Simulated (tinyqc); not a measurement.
# Gated two-dimensional channel with two bands, quantum capacitance, step by step

tinyqc, about 0.01 s, one thread, Intel Xeon 2.30GHz (shared host): `OMP_NUM_THREADS=1 python tinyqc.py 2200008 2200009 out.jsonl` Printed values are rounded.

phi is the Fermi level above the lowest band edge, in volts; Vg is counted from the gate voltage at which an empty channel would have phi = 0. The channel has no thickness; trap charge is -q Dit phi.

Parameters, values chosen for the exercise; lowest band close to that of a thin silicon body:
```
symbol  value         unit                                                                 meaning
T         300            K                                                             temperature
eox       3.9               relative permittivity of the gate insulator (close to silicon dioxide)
tox       2.6           nm                                                     insulator thickness
md      0.192           m0                                                           in-plane mass
gv          2                                                                    valley degeneracy
m2       0.34           m0                           in-plane mass of a second band, chosen freely
g2          4                                        valley degeneracy of that band, chosen freely
E2       0.33           eV                                        second band edge above the first
Dit         0  cm^-2 eV^-1                                                        density of traps
Vg        0.5            V                                                            gate voltage
```

Constants: q = 1.602176634e-19 C, kB = 1.380649e-23 J/K, hbar = 1.054571817e-34 J s, m0 = 9.1093837015e-31 kg, Vt = kB T/q, eps0 = 8.8541878128e-14 F/cm where lengths are in cm. Results are converted to the units shown.

## Gate capacitance

Cox = eps0 eox/tox.

Cox = 1.328128 uF/cm^2

## Starting value

phi = 0.01 V.

phi at the start = 0.01 V

## Iteration 1: new phi

D1 = gv md m0 q/(pi hbar^2), D2 = g2 m2 m0 q/(pi hbar^2) per eV; n1 = D1 Vt ln(1 + exp(phi/Vt)), n2 = D2 Vt ln(1 + exp((phi - E2)/Vt)), n = n1 + n2; Cq = q dn/dphi = q [D1/(1 + exp(-phi/Vt)) + D2/(1 + exp((E2 - phi)/Vt))]. Newton: f = phi + q (n + Dit phi)/Cox - Vg, phi(new) = phi - f/(1 + (Cq + q Dit)/Cox).

n1 = 3.753532e12 cm^-2
n2 = 6.182526e7 cm^-2
Cq = 15.30535 uF/cm^2
f = -0.03718823 V
phi after iteration 1 = 0.01296936 V

## Iteration 2: new phi

As before.

n1 = 4.043721e12 cm^-2
n2 = 6.935038e7 cm^-2
Cq = 16.00797 uF/cm^2
f = 7.887222e-4 V
phi after iteration 2 = 0.01290893 V

## Iteration 3: new phi

As before.

n1 = 4.037687e12 cm^-2
n2 = 6.918847e7 cm^-2
Cq = 15.99386 uF/cm^2
f = 3.210776e-7 V
phi after iteration 3 = 0.01290891 V

## Course of the iteration

Stop when the step is below 1e-10 V, or after 40 iterations.

Course of the iteration:
```
iteration  phi before the step (V)   step (V)
1                             0.01    2.97e-3
2                       0.01296936   -6.04e-5
3                       0.01290893   -2.46e-8
4                       0.01290891  -4.09e-15
```

Converged in 4 iterations.

## Charge and capacitances at the solution

converged phi = 0.01290891 V

D1 = gv md m0 q/(pi hbar^2), D2 = g2 m2 m0 q/(pi hbar^2) per eV; n1 = D1 Vt ln(1 + exp(phi/Vt)), n2 = D2 Vt ln(1 + exp((phi - E2)/Vt)), n = n1 + n2; Cq = q dn/dphi = q [D1/(1 + exp(-phi/Vt)) + D2/(1 + exp((E2 - phi)/Vt))]. 1/C_G = 1/Cox + 1/(Cq + q Dit); dphi/dVg = Cox/(Cox + Cq + q Dit).

n = 4.037753e12 cm^-2
Cq = 15.99385 uF/cm^2
C_G = 1.226297 uF/cm^2
dphi/dVg = 0.07667301

Cq is 12.0 times Cox, so C_G is 92.3 % of Cox; 2.58 % of the gate voltage has gone into phi.
